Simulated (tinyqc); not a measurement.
Inside a calculation. Model: read current of a NAND string, cells in series solved by shooting.

tinyqc, about 0.7 s, one thread, Intel Xeon 2.30GHz (shared host): `OMP_NUM_THREADS=1 python tinyqc.py 2142008 2142009 out.jsonl` Printed values are rounded.

Cells in series, numbered from 0 at the source line (0 V) to the bit line, each followed by a gap resistance Rg. A cell with gate Vg, threshold VT, source Vs and drain Vd passes I = 2 nf K Vt^2 [F(Vs) - F(Vd)]/(1 + th max(Vg - VT, 0)), F(V) = ln^2(1 + exp((Vg - VT - nf V)/(2 nf Vt))). The selected cell has Vg = Vr, the others Vg = Vp.

Parameters, values chosen for the exercise; values of the order met in vertical NAND strings: temperature T = 300 K; gain factor of a cell K = 19 uA/V^2; slope factor nf = 1.4; mobility reduction factor th = 0.1 1/V; resistance of the gap between cells Rg = 3.1 kohm; bit-line voltage Vbl = 0.4 V; pass voltage Vp = 7.8 V; read voltage on the selected word line Vr = 1.89 V.

Constants: q = 1.602176634e-19 C, kB = 1.380649e-23 J/K, Vt = kB T/q. Results are converted to the units shown.

## Step 1: node voltages for a trial current

first trial current = 1.7 uA
thresholds from the source end, cell 0 to 4 (V): 4  0.6  -2  -2  4

For a trial current I start at 0 V and, cell by cell (the selected one is cell 1), solve for the drain: sqrt(F(Vd)) = sqrt(F(Vs) - I/k), k = 2 nf K Vt^2/(1 + th max(Vg - VT, 0)), Vd = [Vg - VT - 2 nf Vt ln(exp(sqrt F) - 1)]/nf, then add I Rg.

node voltage after each cell and gap, trial 1, cell 0 to 4 (V): 0.0379599  0.129072  0.152783  0.176559  0.216824

## Step 2: node voltages for a trial current

second trial current = 2.7 uA

As before.

node voltage after each cell and gap, trial 2, cell 0 to 4 (V): 0.0604768  0.214227  0.252280  0.290500  0.357368

## Course of the secant iteration

Secant steps on the end voltage less Vbl, from the two trials; a trial above the saturation current of a cell has no solution and is moved halfway to the previous trial. Stop below 1e-9 V.

Course of the iteration:
```
iteration	I (uA)	end voltage - Vbl (V)	halvings
1	3.00334	2.53e-3	0
2	2.98636	-3.58e-5	0
3	2.98660	-3.02e-8	0
4	2.98660	3.57e-13	0
```

Converged in 4 iterations to I = 2.9866 uA. The selected cell takes 41.0 % of the bit-line voltage and the gaps together 11.6 %.
